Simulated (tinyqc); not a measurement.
Transverse acoustic branch against its sound line: Keating valence-force model of a tetrahedral crystal. Computed by tinyqc, a small Python program. Command: `OMP_NUM_THREADS=1 python tinyqc.py 3008247 3008248 out.jsonl keating walk`. One thread of a shared host (Intel(R) Xeon(R) Processor @ 2.30GHz), about 0.02 s of CPU time with the checks.

Atom A sits at 0 and atom B at a/4 (1,1,1) of an fcc lattice; the four bonds from A are t = a/4 (1,1,1), a/4 (1,-1,-1), a/4 (-1,1,-1), a/4 (-1,-1,1), of length d = sqrt(3) a/4. Energy: E = (3 alpha/(8 d^2)) sum over bonds (r.r - d^2)^2 + (3 beta/(8 d^2)) sum over pairs of bonds at one atom (r_i.r_j + d^2/3)^2, with beta_A for the six pairs at A and beta_B for the six at B. The cell holds two atoms, Omega = a^3/4. 1 N/m = 1 J/m^2. With constants fitted to the elastic moduli this model puts optical and zone-boundary frequencies of real crystals too high, by up to about 20 % in elemental crystals and up to about 50 % in compounds, and mostly by more for TA modes; in compounds the lattice part of the static dielectric constant then comes out too low.

Inputs (values chosen for the exercise, modelled on zinc sulfide):
```
quantity,value,unit
lattice constant a,5.41,angstrom
mass M_A,65.38,u
mass M_B,32.06,u
bond stretching alpha,44.3,N/m
bond bending beta_A,4.93,N/m
bond bending beta_B,4.93,N/m
```

Structure: zinc blende.

Constants: nu for 1 eV/(angstrom^2 u) = 15.6333042 THz; 1 eV/angstrom^2 = 16.02176634 J/m^2; u = 1.6605390666e-27 kg.

Method:
- beta = (beta_A + beta_B)/2; C11 = (alpha + 3 beta)/a, C12 = (alpha - beta)/a, C44 = 4 alpha beta/(a (alpha + beta)); with the two sublattices clamped C44(0) = (alpha + beta)/a; internal-strain parameter zeta = (alpha - beta)/(alpha + beta); B = (C11 + 2 C12)/3.
- With displacements u exp(i q.r), each bracket changes by g.u, where g = (g_A, g_B): bond t, g = (-2 t, 2 t exp(i q.t)); pair (i, j) at A, g = (-(t_i + t_j), t_i exp(i q.t_j) + t_j exp(i q.t_i)); pair at B, g = (-t_i exp(-i q.t_j) - t_j exp(-i q.t_i), t_i + t_j). Then D_mn = sum over the 4 bonds and 12 pairs of (4 k/a^2) conj(g_m) g_n / sqrt(M_m M_n), with k = alpha or beta converted to eV/angstrom^2. Only the short-range forces enter; the Coulomb field of the charges is left out.
- An eigenvalue lambda of D in eV/(angstrom^2 u) gives nu = 15.6333042 THz x sqrt(lambda).
- The sound line is nu = v q/(2 pi) with v = sqrt(C44/rho), rho = (M_A + M_B)/Omega; the clamped line uses C44(0).

C44 = 32.8007 GPa

clamped C44(0) = 90.9982 GPa

Frequencies (THz) along G-X:
```
q (2 pi/a),lowest branch,"sound line, relaxed C44","sound line, clamped C44(0)",third-lowest frequency,highest frequency
0.05,0.2616,0.2618,0.4361,0.4775,11.814
0.15,0.7799,0.7854,1.3082,1.4269,11.791
0.30,1.5261,1.5709,2.6165,2.8153,11.718
0.45,2.2036,2.3563,3.9247,4.1251,11.610
0.60,2.7744,3.1417,5.2329,5.3100,11.487
0.75,3.1992,3.9272,6.5411,6.3011,11.376
0.90,3.4416,4.7126,7.8494,6.9638,11.305
1.00,3.4890,5.2362,8.7215,7.1096,11.290
```

What does the comparison show, and why?

At small q the branch follows the relaxed line (0.999 of it, against 0.600 of the clamped one): in a long shear wave the sublattices shift against each other. At X it reaches 67 % of the relaxed line. Real tetrahedral semiconductors have flatter TA branches than a Keating model fitted to their elastic constants, which needs longer-ranged terms to mend.

Extremes, crossings and ranges named in words are read from the listed rows.
